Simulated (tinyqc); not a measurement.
From results back to parameters: overlap of hydrogenic dopants: pairs, impurity band and the Mott density. Two cases, with inputs chosen for the exercise.

Problem. Ry* = Ry m/eps^2, aB = a0 eps/m, and the Mott density is (0.26/aB)^3 (1/angstrom^3 = 1e24/cm^3). Binding energy and critical density come from a hidden mass and dielectric constant.

Constants: Ry = 13.60569312 eV; a0 (Bohr radius) = 0.5291772105 angstrom.

Case 1.

binding energy = 60.29944 meV
critical density = 9.423443e+18 1/cm^3

Case 2.

binding energy = 28.64032 meV
critical density = 9.189078e+17 1/cm^3

Find: aB; eps; m.

Solution. aB = 0.26/n^(1/3); the product Ry* aB = Ry a0/eps gives eps, and m = a0 eps/aB.

Case 1.

aB = 12.31 angstrom
eps = 9.70
m = 0.417 m0

Case 2.

aB = 26.74 angstrom
eps = 9.40
m = 0.186 m0

Computed by tinyqc, one run a case: `OMP_NUM_THREADS=1 python tinyqc.py N N+1 out.jsonl` with N = 1481739, 1481758; one thread of a shared Intel(R) Xeon(R) Processor @ 2.30GHz, about 0.01 s a run at most.
